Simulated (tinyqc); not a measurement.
Gupta-type many-body potential for a metal. Inputs raised by 2 %, one at a time. Computed by tinyqc, a small Python program. Command: `OMP_NUM_THREADS=1 python tinyqc.py 3012731 3012732 out.jsonl gupta sens`. One thread of a shared host (Intel(R) Xeon(R) Processor @ 2.30GHz), about 0.02 s of CPU time with the checks.

E_i = sum_j A exp(-p (r_ij/r0 - 1)) - xi rho_i^gamma, with rho_i = sum_j exp(-2 q (r_ij/r0 - 1)); gamma = 1/2 is the tight-binding second-moment form. The crystal is fcc unless stated; d is the neighbour distance and a fixed number of shells is kept.

Inputs (values chosen for the exercise, for a model metal): repulsion A = 0.0392 eV; hopping xi = 1.37 eV; decay p = 17.2; decay q = 1.19; reference distance r0 = 2.491 angstrom; shells kept = 3; embedding exponent gamma = 0.45.

Constants: 1 eV/angstrom^3 = 160.2176634 GPa.

Method:
- fcc shells: d sqrt(k), k = 1..5, with 12, 6, 24, 12, 24 atoms; Omega = d^3/sqrt2.
- Equilibrium: dE/dd = 0; B = d^2 E''(d)/(9 Omega).
- Second derivatives of E/Omega at equilibrium under homogeneous strain: e_xx = h gives C11; e_xx = -e_yy = h gives 2 (C11 - C12); e_xy = e_yx = h/2 gives C44.

Runs; columns: (1) input moved; (2) from; (3) to; (4) cohesive energy E_c (eV); (5) neighbour distance d (angstrom); (6) bulk modulus B (GPa); (7) Cauchy pressure C12 - C44 (GPa):
```
(1)                                  (2)       (3)     (4)     (5)     (6)     (7)
base run                               -         -  4.6238  2.5227  164.43  16.628
repulsion A (eV)                  0.0392  0.039984  4.6164  2.5258  163.92  16.573
hopping xi (eV)                     1.37    1.3974  4.7240  2.5195  168.24  17.018
decay p                             17.2    17.544  4.6255  2.5251  167.63  16.586
decay q                             1.19    1.2138  4.5996  2.5209  166.33  17.120
reference distance r0 (angstrom)   2.491   2.54082  4.6238  2.5731  154.94  15.669
embedding exponent gamma            0.45     0.459  4.7555  2.5154  173.08  17.256
```

Exponents ln(y'/y) / ln(x'/x):
```
input                     cohesive energy E_c  neighbour distance d  bulk modulus B  Cauchy pressure C12 - C44
repulsion A                            -0.082                 0.063          -0.156                     -0.169
hopping xi                              1.082                -0.063           1.156                      1.169
decay p                                 0.019                 0.048           0.973                     -0.128
decay q                                -0.266                -0.036           0.580                      1.471
reference distance r0                   0.000                 1.000          -3.000                     -3.000
embedding exponent gamma                1.418                -0.145           2.589                      1.870
```

Among the inputs moved here: cohesive energy E_c answers most in size to embedding exponent gamma (exponent +1.418), next to hopping xi (+1.082); its exponent is below 0.0005 for reference distance r0. Its exponent 0.000 in reference distance r0: energies do not depend on the length scale. Neighbour distance d answers most in size to reference distance r0 (exponent +1.000), next to embedding exponent gamma (-0.145). Its exponent +1.000 in reference distance r0: r0 is the length scale. Bulk modulus B answers most in size to reference distance r0 (exponent -3.000), next to embedding exponent gamma (+2.589). Its exponent -3.000 in reference distance r0: energy over volume. Cauchy pressure C12 - C44 answers most in size to reference distance r0 (exponent -3.000), next to embedding exponent gamma (+1.870).
